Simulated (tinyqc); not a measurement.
Illuminated p-n diode, drift-diffusion by the Gummel loop with Scharfetter-Gummel fluxes: two steps of the calculation.

Abrupt junction at x = 0, p side from -Lp, n side to Ln, ohmic contacts. psi is counted from the intrinsic level; n = ni exp((psi - phin)/Vt), p = ni exp((phip - psi)/Vt). Contacts: p side psi = V - Vt ln(Na/ni), p = Na, n = ni^2/Na; n side psi = Vt ln(Nd/ni), n = Nd, p = ni^2/Nd. Constant mobilities, D = mu Vt, Boltzmann statistics, SRH recombination through a mid-gap level, U = (n p - ni^2)/(tp (n + ni) + tn (p + ni)). Current is positive from the p contact to the n contact.

Values chosen for this exercise; band and dielectric values those of a made-up semiconductor:
- T = 300 K (temperature)
- eps_r = 9.55 (relative permittivity)
- Na = 5.5e16 cm^-3 (acceptor density of the p side)
- Nd = 5.8e15 cm^-3 (donor density of the n side)
- mup = 74 cm^2/(V s) (hole mobility)
- tn = 1e-9 s (SRH lifetime of electrons)
- tp = 2e-8 s (SRH lifetime of holes)
- G = 1e19 cm^-3 s^-1 (uniform generation rate)
- V = 0.88 V (bias of the p contact)

Constants: q = 1.602176634e-19 C, kB = 1.380649e-23 J/K, Vt = kB T/q, eps0 = 8.8541878128e-14 F/cm where lengths are in cm. Results are converted to the units shown.

Problem 1. Poisson equation. With phin and phip held, solve a_i (psi_(i+1) - psi_i) - a_(i-1) (psi_i - psi_(i-1)) + q w_i (p_i - n_i + C_i) = 0 for the inner nodes by Newton steps to convergence; a_i = eps0 eps_r/h_i, h_i = x_(i+1) - x_i, w_i = (h_(i-1) + h_i)/2, C = -Na or +Nd.

| node | x (nm) | phin at the start (V) | phip at the start (V) |
|---|---|---|---|
| 0 | -2900 | 0.88 | 0.88 |
| 1 | -1580 | 0 | 0.88 |
| 2 | -850 | 0 | 0.88 |
| 3 | -442 | 0 | 0.88 |
| 4 | -216 | 0 | 0.88 |
| 5 | -89.6 | 0 | 0.88 |
| 6 | -19.5 | 0 | 0.88 |
| 7 | 19.5 | 0 | 0.88 |
| 8 | 111 | 0 | 0.88 |
| 9 | 324 | 0 | 0.88 |
| 10 | 821 | 0 | 0.88 |
| 11 | 1980 | 0 | 0.88 |
| 12 | 4700 | 0 | 0 |

ni = 63270.478 cm^-3

Give: psi; n after Poisson; p after Poisson.

Solution 1.

| node | psi (V) | n after Poisson (cm^-3) | p after Poisson (cm^-3) |
|---|---|---|---|
| 0 | 0.16930 | 7.2785e-8 | 5.5000e16 |
| 1 | 0.16930 | 4.4197e7 | 5.5000e16 |
| 2 | 0.16930 | 4.4197e7 | 5.5000e16 |
| 3 | 0.16930 | 4.4197e7 | 5.5000e16 |
| 4 | 0.16931 | 4.4208e7 | 5.4986e16 |
| 5 | 0.16991 | 4.5243e7 | 5.3728e16 |
| 6 | 0.18684 | 8.7107e7 | 2.7906e16 |
| 7 | 0.30548 | 8.5721e9 | 2.8357e14 |
| 8 | 0.51501 | 2.8375e13 | 8.5669e10 |
| 9 | 0.64810 | 4.8843e15 | 4.9768e8 |
| 10 | 0.65252 | 5.7943e15 | 4.1951e8 |
| 11 | 0.65254 | 5.8000e15 | 4.1911e8 |
| 12 | 0.65254 | 5.8000e15 | 6.9020e-7 |

Problem 2. Hole continuity. With psi and the new n held, F_i = (mup Vt/h_i) [p_(i+1) B(-d_i) - p_i B(d_i)], d_i = (psi_(i+1) - psi_i)/Vt, B(d) = d/(exp(d) - 1); solve F_i - F_(i-1) = w_i [(n_i p_i - ni^2)/den_i - G] for the new p, with den = tp (n + ni) + tn (p + ni) taken at the new n and the old p, h_i = x_(i+1) - x_i, w_i = (h_(i-1) + h_i)/2; phip = psi + Vt ln(p/ni).

| node | x (nm) | psi (V) | new n (cm^-3) | p after Poisson (cm^-3) |
|---|---|---|---|---|
| 0 | -2900 | 0.16930434 | 7.2784606e-8 | 5.5e16 |
| 1 | -1580 | 0.16930434 | 3.8535145e9 | 5.5000000e16 |
| 2 | -850 | 0.16930434 | 3.2891486e9 | 5.5000000e16 |
| 3 | -442 | 0.16930436 | 2.0606379e9 | 5.4999951e16 |
| 4 | -216 | 0.16931097 | 1.0471736e9 | 5.4985907e16 |
| 5 | -89.6 | 0.16990939 | 3.7981233e8 | 5.3727711e16 |
| 6 | -19.5 | 0.18684457 | 1.4066086e8 | 2.7906140e16 |
| 7 | 19.5 | 0.30548300 | 8.6438280e9 | 2.8357107e14 |
| 8 | 111 | 0.51500649 | 2.8375295e13 | 8.5668696e10 |
| 9 | 324 | 0.64809986 | 4.8843432e15 | 4.9768216e8 |
| 10 | 821 | 0.65251702 | 5.7944334e15 | 4.1951443e8 |
| 11 | 1980 | 0.65254220 | 5.8000628e15 | 4.1910611e8 |
| 12 | 4700 | 0.65254222 | 5.8e15 | 6.9019885e-7 |

ni = 63270.478 cm^-3

Wanted: new p; phip after round 1.

Solution 2.

| node | new p (cm^-3) | phip after round 1 (V) |
|---|---|---|
| 0 | 5.5000e16 | 0.8800 |
| 1 | 5.5000e16 | 0.8800 |
| 2 | 5.5000e16 | 0.8800 |
| 3 | 5.5000e16 | 0.8800 |
| 4 | 5.4986e16 | 0.8800 |
| 5 | 5.3728e16 | 0.8800 |
| 6 | 2.7906e16 | 0.8800 |
| 7 | 2.8357e14 | 0.8800 |
| 8 | 8.6721e10 | 0.8803 |
| 9 | 4.1485e9 | 0.9348 |
| 10 | 3.5677e10 | 0.9949 |
| 11 | 7.6045e10 | 1.0145 |
| 12 | 6.9020e-7 | 0.0000 |

tinyqc, about 1 s, one thread, Intel Xeon 2.30GHz (shared host): `OMP_NUM_THREADS=1 python tinyqc.py 2240140 2240141 out.jsonl`
